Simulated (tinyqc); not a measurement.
Wannier functions of a composite (isolated) pair of valence bands (bonds of an sp chain): one step. Loewdin orthogonalisation. Three cases, with inputs chosen for the exercise.

Problem. The trial vectors are the columns g1 = (0, cos c, sin c, 0), g2 = (cos c exp(-ik), 0, 0, sin c), k = 2 pi j/N. Form S = g^+ P g, its eigenvalues, S^(-1/2), and w = P g S^(-1/2).

Case 1.

Values chosen: c = 65 degrees (trial bonds cos(c) on A, sin(c) on B); j = 1 (mesh point, k = 2 pi j/N); N = 5 (k points).

P, lower triangle (Hermitian):
```
                    A<                   A>                  B<        B>
A<            0.272063
A>  0.020596-0.083097i             0.349480
B<  0.013458-0.027630i   0.466857-0.014183i            0.652932
B>  0.113404+0.420607i  -0.040867+0.013680i  0.077600-0.038581i  0.725526
```

Case 2.

Values chosen: c = 65 degrees (trial bonds cos(c) on A, sin(c) on B); j = 3 (mesh point, k = 2 pi j/N); N = 6 (k points).

P, lower triangle:
```
           A<         A>        B<        B>
A<   0.311594
A>   0.124010   0.296299
B<   0.054743   0.435891  0.704032
B>  -0.442863  -0.055916  0.123989  0.688075
```

Case 3.

Values chosen: c = 45 degrees (trial bonds cos(c) on A, sin(c) on B); j = 1 (mesh point, k = 2 pi j/N); N = 4 (k points).

P, lower triangle (Hermitian):
```
                     A<                  A>                  B<        B>
A<             0.500000
A>   0.098359-0.049592i            0.500000
B<                    0  0.487345-0.018996i            0.500000
B>  -0.019393+0.487329i                   0  0.057175-0.094154i  0.500000
```

Give: S; eigenvalues of S; S^(-1/2); w.

Solution.

Case 1.

S:
```
                1               2
1          0.9564  0.0266+0.0102i
2  0.0266-0.0102i          0.9778
```

eigenvalues of S: 0.9366  0.9976

S^(-1/2):
```
                 1                2
1           1.0229  -0.0140-0.0054i
2  -0.0140+0.0054i           1.0116
```

w:
```
                 1                2
A<  0.0221+0.0692i   0.1399-0.4972i
A>  0.5850+0.0132i  -0.0765-0.0351i
B<  0.8061-0.0062i   0.0506+0.0221i
B>  0.0424-0.0255i   0.8503+0.0096i
```

The combinations of the trial bonds that diagonalise S lie 93.7 to 99.8 % inside the filled space; an eigenvalue near zero would mark a poor choice.

Case 2.

S:
```
        1       2
1  0.9651  0.0373
2  0.0373  0.9601
```

eigenvalues of S: 0.9252  1.0000

S^(-1/2):
```
         1        2
1   1.0185  -0.0198
2  -0.0198   1.0212
```

w:
```
         1        2
A<  0.1144  -0.5463
A>  0.5319  -0.1156
B<  0.8357   0.0749
B>  0.0744   0.8262
```

The combinations of the trial bonds that diagonalise S lie 92.5 to 100.0 % inside the filled space; an eigenvalue near zero would mark a poor choice.

Case 3.

S:
```
                1               2
1          0.9873  0.0038-0.0021i
2  0.0038+0.0021i          0.9873
```

eigenvalues of S: 0.9830  0.9917

S^(-1/2):
```
                 1                2
1           1.0064  -0.0019+0.0011i
2  -0.0019-0.0011i           1.0064
```

w:
```
                 1                2
A<  0.0693+0.0367i  -0.0140-0.7026i
A>  0.7026+0.0137i  -0.0367-0.0693i
B<  0.7026-0.0137i   0.0394+0.0678i
B>  0.0394-0.0678i   0.7026+0.0140i
```

The combinations of the trial bonds that diagonalise S lie 98.3 to 99.2 % inside the filled space; an eigenvalue near zero would mark a poor choice.

Computed by tinyqc, one run a case: `OMP_NUM_THREADS=1 python tinyqc.py N N+1 out.jsonl` with N = 1451083, 1451276, 1452243; one thread of a shared Intel(R) Xeon(R) Processor @ 2.30GHz, about 0.3 s a run at most.
